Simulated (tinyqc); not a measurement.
## Resistance of a tapered via with liner, size effect and interface: via resistance against the interface resistivity at the bottom

A round via whose diameter grows from db at the bottom as D(z) = db + 2 z/tan(ang). The fill, of diameter D - 2 tl, starts above the bottom liner (thickness fb tl) and has rho = rho0 (1 + ks lam/(D - 2 tl)); the sidewall liner conducts in parallel with it. The bottom liner and the interface are crossed over the full area pi db^2/4. Spreading in the lines above and below is left out.

Slices between z0 = fb tl and hv, evaluated at their midpoints: conductance per length pi/4 [(D - 2 tl)^2/rho + (D^2 - (D - 2 tl)^2)/rl], slice resistance = slice height over that. 2000 slices. R_fill = sum of the slices; R_bottom = rl fb tl/(pi db^2/4); R_interface = ri/(pi db^2/4); ballistic (Sharvin) limit 1/(Sb pi (db - 2 tl)^2/4); ideal cylinder rho0 hv/(pi db^2/4).

Parameters, values chosen for the exercise; fill metal close to copper:
- db = 19 nm (diameter at the bottom)
- hv = 50 nm (height)
- ang = 85 degrees (sidewall angle)
- rho0 = 1.68 uohm cm (bulk resistivity of the fill)
- lam = 40.5 nm (mean free path of the fill)
- ks = 1 (size-effect factor)
- tl = 1.8 nm (liner on the sidewall)
- fb = 1 (liner at the bottom over that on the sidewall)
- rl = 280 uohm cm (resistivity of the liner)
- Sb = 1.1e15 S/m^2 (ballistic conductance per area, about 3/(4 rho0 lam))

The same in every row: R_fill (ohm) = 8.428; R_bottom (ohm) = 17.78; ballistic limit (ohm) = 4.881.

Result of one run:

| ri (ohm cm^2) | R_interface (ohm) | R (ohm) | R over ideal cylinder | largest part |
|---|---|---|---|---|
| 6e-12 | 2.116 | 28.32 | 9.559 | bottom liner |

What becomes of these results when the interface resistivity at the bottom ri is changed from 6e-12 to 2e-13 ohm cm^2, all else the same?

Result of the changed run:

| ri (ohm cm^2) | R_interface (ohm) | R (ohm) | R over ideal cylinder | largest part |
|---|---|---|---|---|
| 2e-13 | 0.07054 | 26.27 | 8.869 | bottom liner |

The whole series:

| ri (ohm cm^2) | R_interface (ohm) | R (ohm) | R over ideal cylinder | largest part |
|---|---|---|---|---|
| 2e-13 | 0.07054 | 26.27 | 8.869 | bottom liner |
| 5e-13 | 0.1763 | 26.38 | 8.904 | bottom liner |
| 1e-12 | 0.3527 | 26.56 | 8.964 | bottom liner |
| 2e-12 | 0.7054 | 26.91 | 9.083 | bottom liner |
| 6e-12 | 2.116 | 28.32 | 9.559 | bottom liner |
| 1e-11 | 3.527 | 29.73 | 10.04 | bottom liner |
| 3e-11 | 10.58 | 36.79 | 12.42 | bottom liner |

R rises from 26.3 to 36.8 ohm. The bottom liner is the largest part at ri = 2e-13 and in all other rows. The share of the two bottom terms goes from 67.9 to 77.1 %. In every row the ballistic limit exceeds half of R_fill, so the diffusive model understates R.

Program tinyqc, `OMP_NUM_THREADS=1 python tinyqc.py 2750186 2750187 out.jsonl`; Intel Xeon 2.30GHz, shared host, one thread, about 0.01 s.
